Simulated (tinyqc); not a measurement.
Crystallisation kinetics and data retention of a phase-change cell: one step of the calculation.

Johnson-Mehl-Avrami-Kolmogorov law X = 1 - exp(-y^n), y = integral of k dt, k = (1/100 s) exp[-(Ec q/kB)(1/T - 1/T1)].

Task. Retention. At fixed T the state fails at t = (-ln(1 - Xf))^(1/n)/k; ten years are 3.15576e8 s.

Inputs (values chosen for the exercise); values of the order of Ge-Sb-Te and related chalcogenides: activation energy of crystallisation Ec = 2.71 eV; temperature at which the rate k is 1/(100 s) T1 = 432 K; Avrami exponent n = 2.5; crystalline share at which the state is lost Xf = 0.4; storage temperature T = 359 K.

Constants: q = 1.602176634e-19 C, kB = 1.380649e-23 J/K. Results are converted to the units shown.

Wanted: k; y at failure; time to fail; the same in years; temperature for ten years.

Result.

k = 3.7262e-9 1/s
y at failure = 0.76438
time to fail = 2.0514e8 s
the same in years = 6.5004
temperature for ten years = 357.24 K

The cell misses ten years at 359 K.

Range of the model: One Arrhenius rate is assumed; incubation, growth from the boundary and the non-Arrhenius kinetics of the supercooled liquid are left out.

Computed by the program tinyqc: `OMP_NUM_THREADS=1 python tinyqc.py 2490011 2490012 out.jsonl`, one thread of a shared Intel Xeon 2.30GHz, about 0.02 s for the whole run.
